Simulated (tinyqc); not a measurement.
Worked calculation: Hubbard ring of 6 sites. One step of it, computed by the program tinyqc.

Question. Mean-field iteration 1. H(up) = T + U n(down), H(down) = T + U n(up); fill the lowest levels; n(new) = n + mixing (n(out) - n); E = tr T (rho up + rho down) + U sum n_up n_down of the output.

one-body matrix (hopping and site energies) (eV):
```
           1          2          3          4          5          6
1   0.000000  -1.700000   0.000000   0.000000   0.000000  -1.700000
2  -1.700000   0.000000  -1.700000   0.000000   0.000000   0.000000
3   0.000000  -1.700000   0.000000  -1.700000   0.000000   0.000000
4   0.000000   0.000000  -1.700000   0.000000  -1.700000   0.000000
5   0.000000   0.000000   0.000000  -1.700000   0.000000  -1.700000
6  -1.700000   0.000000   0.000000   0.000000  -1.700000   0.000000
```

U = 4.600000 eV

electrons, up and down: 3  3

mixing = 1

n(up) at the start (a guess, not normalised): 1 0.500000, 2 0.500000, 3 0.500000, 4 0.500000, 5 0.500000, 6 0.500000

n(down) at the start (a guess): 1 0.500000, 2 0.500000, 3 0.500000, 4 0.500000, 5 0.500000, 6 0.500000

Give: levels, up; levels, down; energy; n(up) after iteration 1; n(down) after iteration 1.

Answer.

levels, up (eV): -1.1000  0.6000  0.6000  4.0000  4.0000  5.7000

levels, down (eV): -1.1000  0.6000  0.6000  4.0000  4.0000  5.7000

energy = -6.7000 eV

n(up) after iteration 1: 1 0.5000, 2 0.5000, 3 0.5000, 4 0.5000, 5 0.5000, 6 0.5000

n(down) after iteration 1: 1 0.5000, 2 0.5000, 3 0.5000, 4 0.5000, 5 0.5000, 6 0.5000
